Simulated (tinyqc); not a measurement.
# Bulk resistivity and mean free path from two films

Question. In the thick-film limit single-crystal films obey rho = rho0 (1 + 3 (1 - ps) lam/(8 d)). Find rho0, lam and the product rho0 lam.

Values chosen for this exercise: specular share of surface scattering ps = 0.2.

rho at d = 28 and 92 nm (uohm cm): 6.9905000  6.4405870

Answer. rho is a straight line in 1/d: the intercept is rho0 and the slope (3/8)(1 - ps) rho0 lam. Without ps only the product (1 - ps) lam could be found.

rho0 = 6.200 uohm cm
lam = 11.90 nm
rho0 lam = 73.78 uohm cm nm

Program tinyqc, `OMP_NUM_THREADS=1 python tinyqc.py 2100014 2100015 out.jsonl`; Intel Xeon 2.30GHz, shared host, one thread, about 0.01 s.
